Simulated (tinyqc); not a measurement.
## Dead time and true rate from two light levels

Question. A non-paralysable detector measures m = n/(1 + n td); dark counts are negligible. Find td and the true rate at the lower flux.

measured rates at a photon flux and at four times that flux (1/s): 1.4529915e7  4.0476190e7

Solution. 1/m = 1/n + td, so the difference of the inverse rates is 3/(4 n).

td = 10.0 ns
n = 1.70e7 1/s

Numbers from tinyqc (`OMP_NUM_THREADS=1 python tinyqc.py 2630113 2630114 out.jsonl`; about 0.01 s on one thread of a shared Intel Xeon 2.30GHz).
